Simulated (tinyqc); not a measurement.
Longitudinal sound in a periodic multilayer: transfer matrices, stop bands and folded phonons: one step, computed by the program tinyqc.

Layers 1 and 2 repeat with period d = d_1 + d_2; waves travel normal to the layers, without loss. State vector (u, s): displacement u and stress divided by omega. Impedances Z = rho v are in 1e6 kg/(m^2 s).

Problem. Impedances, mean velocity and Bragg frequency. Z = rho v; interface reflection r = (Z_2 - Z_1)/(Z_2 + Z_1) (stress amplitude, from 1 into 2); Bragg frequency f_B = 1/[2 (d_1/v_1 + d_2/v_2)]; long-wave velocity v_eff = d/sqrt[(d_1/v_1)^2 + (d_2/v_2)^2 + (Z_1/Z_2 + Z_2/Z_1)(d_1/v_1)(d_2/v_2)].

Inputs (values chosen for the exercise, modelled on silica (layer 1), aluminium nitride (layer 2) and silicon (substrate)):

| quantity | value | unit |
|---|---|---|
| density rho_1 | 2.22 | g/cm^3 |
| velocity v_1 | 5900 | m/s |
| thickness d_1 | 5.42 | nm |
| density rho_2 | 3.3 | g/cm^3 |
| velocity v_2 | 11100 | m/s |
| thickness d_2 | 9.99 | nm |
| substrate density | 2.3 | g/cm^3 |
| substrate velocity | 8470 | m/s |

Give: Z_1; Z_2; Z of the substrate; interface reflection r; Bragg frequency f_B; long-wave velocity v_eff.

Solution.

Z_1 = 13.098

Z_2 = 36.63

Z of the substrate = 19.481

interface reflection r = 0.47321

Bragg frequency f_B = 274.93 GHz

long-wave velocity v_eff = 7464.7 m/s
